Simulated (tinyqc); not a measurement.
Worked calculation: CCD on RHF in the sto-3g basis, for H3-, spin multiplicity 1. The basis has no diffuse functions, so it cannot describe the extra electron: this is an exercise in the method, not the real anion. One step of it, computed by the program tinyqc.

Task: Integrals over molecular orbitals. (pq|rs) = sum C_ip C_jq C_kr C_ls (ij|kl), one index at a time.

coefficients C, order 1H 1s, 2H 1s, 3H 1s:
```
[[0.506910, 0.000003, 1.271991],
 [0.361811, 0.842724, -0.769492],
 [0.362116, -0.842375, -0.770012]]
```

core Hamiltonian H = T + V (hartree), order 1H 1s, 2H 1s, 3H 1s:
```
[[-1.576840, -1.027759, -1.028128],
 [-1.027759, -1.397257, -0.571958],
 [-1.028128, -0.571958, -1.397415]]
```

Two-electron integrals (ij|kl) in chemists' order, unique and non-zero (hartree):
```
(11|11) 0.774606   (21|11) 0.351836   (21|21) 0.197884   (22|11) 0.507622
(22|21) 0.351836   (22|22) 0.774606   (31|11) 0.351992   (31|21) 0.163893
(31|22) 0.242755   (31|31) 0.198038   (32|11) 0.165609   (32|21) 0.092403
(32|22) 0.163170   (32|31) 0.092434   (32|32) 0.050754   (33|11) 0.507729
(33|21) 0.242698   (33|22) 0.367544   (33|31) 0.351992   (33|32) 0.163170
(33|33) 0.774606
```

Give: one-electron integrals over orbitals h = C^T H C; Two-electron integrals over orbitals.

Result:

one-electron integrals over orbitals h = C^T H C (hartree):
```
[[-1.6756, 0.0000, -0.0637],
 [0.0000, -1.1719, 0.0000],
 [-0.0637, 0.0000, -0.8590]]
```

Two-electron integrals over orbitals (pq|rs), unique and non-zero (hartree):
```
(11|11) 0.5870      (21|11) -7.67e-05   (21|21) 0.1450      (22|11) 0.5319
(22|21) 9.31e-05    (22|22) 0.5956      (31|11) 0.0601      (31|21) 4.00e-05
(31|22) -0.0577     (31|31) 0.1389      (32|11) 6.20e-05    (32|21) -0.1190
(32|22) -8.65e-05   (32|31) -3.73e-05   (32|32) 0.1171      (33|11) 0.5896
(33|21) -6.50e-05   (33|22) 0.5218      (33|31) 0.0966      (33|32) 5.68e-05
(33|33) 0.6387
```
